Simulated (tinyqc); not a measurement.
Static screening by free carriers: sweeps and comparisons. A value that a table varies takes the place of the one given here.

kF = (3 pi^2 n/Mv)^(1/3), EF = c kF^2/m with c = hbar^2/2m0, n in 1/angstrom^3 (1e-24 per 1/cm^3), e2 = e^2/(4 pi eps0). Thomas-Fermi: qTF^2 = 6 pi e2 n/(eps EF). Debye: qD^2 = 4 pi e2 n/(eps kB T).

F_j(eta) = (1/Gamma(j + 1)) integral_0^infinity x^j dx/(1 + exp(x - eta)), which tends to exp(eta) for eta << 0.

At finite T: qs^2 = qD^2 F_-1/2(eta)/F_1/2(eta), where n = Mv N F_1/2(eta) and N = 2 (m kB T/(4 pi c))^(3/2) with c = hbar^2/2m0, in 1/angstrom^3; times 1e24 for 1/cm^3.

Donor in the screened potential -(e2/eps) exp(-qs r)/r with the trial function exp(-r/a): E(a) = c/(m a^2) - (e2/eps) 4/(a (2 + qs a)^2), e2 = e^2/(4 pi eps0), c = hbar^2/2m0; isotropic mass.

Lindhard at zero temperature: eps(q)/eps = 1 + (qTF/q)^2 L(x), x = q/(2 kF), L(x) = 1/2 + ((1 - x^2)/(4x)) ln|(1 + x)/(1 - x)|.

Constants: hbar^2/2m0 = 3.80998211 eV angstrom^2; e^2/(4 pi eps0) = 14.39964547 eV angstrom; kB = 8.617333262e-05 eV/K; a0 (Bohr radius) = 0.5291772105 angstrom.

Inputs chosen for the exercise (near those of Ge; not measured data): m = 0.2193 m0 (mass of one isotropic valley); Mv = 4 (valleys); eps = 16.1 (background dielectric constant); T = 300 K; n = 1e+18 1/cm^3 (carrier density).

## Screening unbinds the donor

All carriers n are taken as free and screen with qs(T); E(a) is minimised over a; a dash marks no bound state. aB = a0 eps/m.

Donor level:
```
n (1/cm^3)  n^(1/3) aB  qs aB  E (meV)   a/aB
1.0e+14          0.018  0.008   -11.33  1.000
1.0e+15          0.039  0.026   -10.93  1.000
6.0e+15          0.071  0.063   -10.13  1.003
2.0e+16          0.105  0.115    -9.09  1.009
5.0e+16          0.143  0.181    -7.85  1.021
1.0e+17          0.180  0.256    -6.60  1.040
3.0e+17          0.260  0.441    -4.04  1.113
7.0e+17          0.345  0.670    -1.79  1.273
```

aB = 38.8 angstrom

The level rises from -11.33 meV at the lowest density to -1.79 meV at 7e+17 1/cm^3, against -11.51 meV unscreened. It stays bound over this range. This trial function loses binding at qs aB = 1 and the exact Yukawa problem at 1.19; the Mott rule of thumb is n^(1/3) aB = 0.26, which the last bound row of this table passes: the rule belongs to low temperature, and thermal carriers screen more weakly.

## From Debye to Thomas-Fermi

Screening lengths (angstrom):
```
n (1/cm^3)    eta  Debye  Thomas-Fermi  finite T
3.0e+16     -5.84  276.9         35.49     277.0
2.0e+17     -3.94  107.2         25.87     107.6
1.0e+18     -2.30  47.96         19.78     48.77
4.0e+18     -0.81  23.98         15.70     25.56
2.0e+19      1.33  10.72         12.01     13.78
5.0e+19      3.19  6.783         10.31     10.78
2.0e+20      8.63  3.391         8.181     8.228
6.0e+20     18.11  1.958         6.812     6.821
```

Debye is within 5 % of the finite-T length up to 1e+18 1/cm^3 of the densities listed and Thomas-Fermi from 5e+19 on. The length goes as n^-0.50 at the low end and n^-0.17 at the high end, against the limits -1/2 and -1/6. Both limits give too short a length.

## Static response in three, two and one dimensions

kF = 0.0194889 1/angstrom
qTF = 0.0505457 1/angstrom

x = q/(2 kF). Response over its long-wave value: L3 as above; L2 = 1 for x <= 1 and 1 - sqrt(1 - 1/x^2) beyond; L1 = ln|(1 + x)/(1 - x)|/(2x).

Response:
```
x         L3     L2     L1  eps(q)/eps, Lindhard 3D  Thomas-Fermi
0.101  0.997  1.000  1.003                    165.3         165.9
0.302  0.969  1.000  1.032                    18.87         19.44
0.503  0.911  1.000  1.100                    7.054         7.647
0.705  0.813  1.000  1.244                    3.750         4.383
0.906  0.649  1.000  1.661                    2.329         3.049
0.987  0.533  1.000  2.548                    1.920         2.726
1.027  0.442  0.772  2.102                    1.705         2.594
1.108  0.347  0.569  1.341                    1.476         2.370
1.309  0.226  0.355  0.768                    1.222         1.981
1.611  0.140  0.216  0.451                    1.091         1.648
2.215  0.071  0.108  0.220                    1.024         1.343
```

Next to x = 1 the table has L3 = 0.533 and 0.442, L2 = 1.000 and 0.772, L1 = 2.548 and 2.102: an infinite slope in 3D, a kink in 2D and a logarithmic peak in 1D, where the whole Fermi surface is joined by 2 kF. These features give Friedel oscillations of period pi/kF = 161 angstrom at zero temperature; they wash out once kT nears EF, so this table, for T = 0, describes the gas only where EF is well above kT. Thomas-Fermi overstates eps(q) by 8.4 % at x = 0.503 and by 51.1 % at x = 1.611.

## What sets the screening length

All results formed anew. Each row changes one parameter from the base and keeps the others.

Results:
```
case              Debye (angstrom)  Thomas-Fermi (angstrom)  finite T (angstrom)
base                         47.96                    19.78                48.77
n = 2e+18 1/cm^3             33.91                    17.63                35.05
m = 0.2851 m0                47.96                    17.35                48.51
eps = 19.32                  52.54                    21.67                53.43
T = 360 K                    52.54                    19.78                53.22
Mv = 5                       47.96                    18.37                48.61
```

The largest shifts from the base row, up to three for each result and ties (the steps differ in size, so this ranks the rows, not the parameters). Debye (angstrom): n -14.0, eps +4.58, T +4.58; unchanged at the printed digits by m and Mv. Thomas-Fermi (angstrom): m -2.43, n -2.16, eps +1.89; unchanged at the printed digits by T. finite T (angstrom): n -13.7, eps +4.66, T +4.44.

Run: tinyqc, `OMP_NUM_THREADS=1 python tinyqc.py 1652549 1652550 out.jsonl`; Intel(R) Xeon(R) Processor @ 2.30GHz, one thread, shared host; about 0.01 s of CPU time with all checks.
